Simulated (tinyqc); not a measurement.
# Inputs raised by 2 %, one at a time

Model: inversion-layer mobility, back-scattering and ballistic limit of a field-effect transistor. Computed by tinyqc, a small Python program. Command: `OMP_NUM_THREADS=1 python tinyqc.py 3027023 3027024 out.jsonl mos sens`. One thread of a shared host (Intel(R) Xeon(R) Processor @ 2.30GHz), about 0.02 s of CPU time with the checks.

The charge at the top of the source barrier is fixed by the gate; series resistance and short-channel effects are left out. F_j are Fermi integrals normalised to exp(eta) in the classical limit.

Inputs (values chosen for the exercise, modelled on a silicon n-channel):
```
quantity                                       value        unit
transport mass m                                0.19         m_0
valley degeneracy g_v                              2           -
weight w of the inversion charge                 0.5           -
permittivity eps                                11.7           -
phonon mobility at 1 MV/cm and 300 K, mu_ph      320  cm^2/(V s)
roughness mobility at 1 MV/cm, mu_sr            1600  cm^2/(V s)
Coulomb mobility at N_inv = 1e12/cm^2, mu_C      800  cm^2/(V s)
electrical oxide thickness t_inv                 2.6          nm
depletion charge N_dep                       2.7e+11      1/cm^2
gate overdrive V_G - V_T                        0.55           V
drain voltage V_D                               0.05           V
channel length L                                 820          nm
exponent a of the critical length               0.85           -
temperature T                                    300           K
```

Statistics at the top of the barrier: Fermi-Dirac.

Constants: eps_0 = 8.8541878128e-12 F/m; e = 1.602176634e-19 C; m_0 = 9.1093837015e-31 kg; k_B = 1.380649e-23 J/K; hbar = 1.054571817e-34 J s; k_B = 8.617333262e-05 eV/K.

Method:
- N_inv = 3.9 eps_0 (V_G - V_T)/(e t_inv); effective field E_eff = e (N_dep + w N_inv)/(eps eps_0).
- mu_phonon = mu_ph (E_eff/1 MV/cm)^(-0.3) (T/300 K)^(-1.75); mu_rough = mu_sr (E_eff/1 MV/cm)^(-2); mu_Coulomb = mu_C (N_inv/1e12 cm^-2) (T/300 K); Matthiessen's rule adds 1/mu.
- F_j(eta) = (1/Gamma(j + 1)) int_0^infinity x^j/(1 + exp(x - eta)) dx, F_0 = ln(1 + exp(eta)). Integrals over x = E/(k_B T) use 160 Gauss-Legendre points in u = sqrt(x) from 0 to sqrt(max(eta, 0) + 32).
- Ballistic channel: N_2D = g_v m k_B T/(pi hbar^2), U = e V_D/(k_B T); eta_F solves N_inv = (N_2D/2)[F_0(eta_F) + F_0(eta_F - U)]; v_T = sqrt(2 k_B T/(pi m)); I/W = e (N_2D/2) v_T [F_1/2(eta_F) - F_1/2(eta_F - U)]; injection velocity v_T F_1/2(eta_F)/F_0(eta_F).
- Mean free path lambda = (2 k_B T/e)(mu/v_T) F_0(eta_0)/F_-1/2(eta_0), with eta_0 from N_inv = N_2D F_0(eta_0); critical length l = L (1 + U)^(-a), an empirical rule; back-scattering r = l/(l + lambda). Then eta solves N_inv = (N_2D/2)[(1 + r) F_0(eta) + (1 - r) F_0(eta - U)] and I/W = e (N_2D/2) v_T (1 - r)[F_1/2(eta) - F_1/2(eta - U)].
- Ballistic ratio: I over the ballistic current. Apparent mobility 1/(1/mu + 1/mu_B), mu_B = mu L/lambda.

Runs; columns: (1) input moved; (2) from; (3) to; (4) effective mobility mu (cm^2/(V s)); (5) ballistic ratio; (6) ballistic current I/W (microampere/micrometre); (7) mean free path lambda (nm):
```
(1)                                                           (2)        (3)     (4)       (5)     (6)     (7)
base run                                                        -          -  365.61  0.035358  658.20  18.919
transport mass m (m_0)                                       0.19     0.1938  365.61  0.035463  652.99  19.035
phonon mobility at 1 MV/cm and 300 K, mu_ph (cm^2/(V s))      320      326.4  371.92  0.035946  658.20  19.245
Coulomb mobility at N_inv = 1e12/cm^2, mu_C (cm^2/(V s))      800        816  366.33  0.035425  658.20  18.956
depletion charge N_dep (1/cm^2)                           2.7e+11  2.754e+11  365.36  0.035334  658.20  18.905
gate overdrive V_G - V_T (V)                                 0.55      0.561  364.19  0.035462  670.00  18.917
channel length L (nm)                                         820      836.4  365.61  0.034687  658.20  18.919
temperature T (K)                                             300        306  355.48  0.034403  654.85  18.507
```

Exponents ln(y'/y) / ln(x'/x):
```
input                                        effective mobility mu  ballistic ratio  ballistic current I/W  mean free path lambda
transport mass m                                             0.000            0.150                 -0.401                  0.309
phonon mobility at 1 MV/cm and 300 K, mu_ph                  0.863            0.834                  0.000                  0.863
Coulomb mobility at N_inv = 1e12/cm^2, mu_C                  0.099            0.096                  0.000                  0.099
depletion charge N_dep                                      -0.035           -0.034                  0.000                 -0.035
gate overdrive V_G - V_T                                    -0.198            0.148                  0.897                 -0.003
channel length L                                             0.000           -0.967                  0.000                  0.000
temperature T                                               -1.420           -1.383                 -0.257                 -1.111
```

To which inputs is each result most sensitive?

Among the inputs moved here: effective mobility mu answers most in size to temperature T (exponent -1.420), next to phonon mobility at 1 MV/cm and 300 K, mu_ph (+0.863); its exponent is below 0.0005 for transport mass m, channel length L. ballistic ratio answers most in size to temperature T (exponent -1.383), next to channel length L (-0.967). Ballistic current I/W answers most in size to gate overdrive V_G - V_T (exponent +0.897), next to transport mass m (-0.401); its exponent is below 0.0005 for phonon mobility at 1 MV/cm and 300 K, mu_ph, Coulomb mobility at N_inv = 1e12/cm^2, mu_C, depletion charge N_dep, channel length L. mean free path lambda answers most in size to temperature T (exponent -1.111), next to phonon mobility at 1 MV/cm and 300 K, mu_ph (+0.863); its exponent is below 0.0005 for channel length L.
